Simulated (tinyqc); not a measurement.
An infinitely deep well in a field (quantum-confined Stark shift), Airy functions: the Stark shift against mass.

Hard walls at x = -L/2 and +L/2; between them U(x) = -F x (eV, zero at the centre). C = hbar^2/(2 m0), e = (C F^2/m1)^(1/3), z1 = (F L/2 - E)/e at the left wall and z2 = (-F L/2 - E)/e at the right wall. Levels are the roots of D(E) = Ai(z1) Bi(z2) - Ai(z2) Bi(z1).

Exact shifts E_n(F) - E_n(0) from the roots of D; <x> = -dE_1/dF. E_n(0) = C (n pi/L)^2/m1; second-order shift m1 F^2 L^4 (1 - 15/(pi n)^2)/(48 C pi^2 n^2).

Parameters, values chosen for the exercise:
- L = 5.3 nm (well width)
- F = 0.11 V/nm (field)

Constants: q = 1.602176634e-19 C, hbar = 1.054571817e-34 J s, m0 = 9.1093837015e-31 kg, hbar^2/(2 m0) = 0.0380998212 eV nm^2. Results are converted to the units shown.

The Stark shift against mass:
columns A: m1 (m0); B: F L/E_1(0); C: shift of level 1 (meV); D: second order, 1 (meV); E: shift of level 2 (meV); F: second order, 2 (meV); G: <x> of level 1 (nm)
```
A          B       C       D      E      F       G
0.023  1.002  -6.312  -6.324  1.874  1.886  0.1145
0.031  1.350  -8.494  -8.524  2.512  2.542  0.1539
0.041  1.786  -11.20  -11.27  3.294  3.362  0.2025
0.055  2.395  -14.96  -15.12  4.349  4.510  0.2690
0.073  3.179  -19.69  -20.07  5.617  5.986  0.3514
0.098  4.268  -26.05  -26.95  7.175  8.036  0.4588
0.13   5.662  -33.78  -35.75  8.767  10.66  0.5828
```

The shift of level 1 falls from -6.31 to -33.8 meV, as m1^(0.99) between the first two rows and m1^(0.92) between the last two (second order: power 1). Second order is 0.20 % above it in size in the first row and 5.8 % above it in the last. The shift of level 2 rises from 1.87 to 8.77 meV.

Numbers from tinyqc (`OMP_NUM_THREADS=1 python tinyqc.py 2580007 2580008 out.jsonl`; about 0.02 s on one thread of a shared Intel Xeon 2.30GHz).
